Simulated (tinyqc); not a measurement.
From results back to parameters: sp3s* tight binding. Three cases, with inputs chosen for the exercise.

Problem. For a crystal of one element and without spin-orbit coupling the levels at Gamma are Es -/+ |Vss| and Ep -/+ Vxx, and the upper valence level at X is Ep - Vxy. The levels below come from hidden parameters.

Find: Es, |Vss|, Ep, Vxx, Vxy.

Method. Means give the levels and half the splittings give the couplings; Vxy = Ep - E(X).

Case 1.

s levels at Gamma (eV): -12.6560  0.8820

p levels at Gamma (eV): -0.0030  3.2150

upper valence level at X = -3.2800 eV

Solution.

Es, |Vss|, Ep, Vxx, Vxy (eV): -5.887  6.769  1.606  1.609  4.886

Case 2.

s levels at Gamma (eV): -27.2180  18.1480

p levels at Gamma (eV): 0.0140  7.6880

upper valence level at X = -7.8110 eV

Solution.

Es, |Vss|, Ep, Vxx, Vxy (eV): -4.535  22.683  3.851  3.837  11.662

Case 3.

s levels at Gamma (eV): -12.4410  4.1030

p levels at Gamma (eV): -0.0400  3.4300

upper valence level at X = -2.8340 eV

Solution.

Es, |Vss|, Ep, Vxx, Vxy (eV): -4.169  8.272  1.695  1.735  4.529

Computed by tinyqc, one run a case: `OMP_NUM_THREADS=1 python tinyqc.py N N+1 out.jsonl` with N = 1482520, 1482549, 1482580; one thread of a shared Intel(R) Xeon(R) Processor @ 2.30GHz, about 0.1 s a run at most.
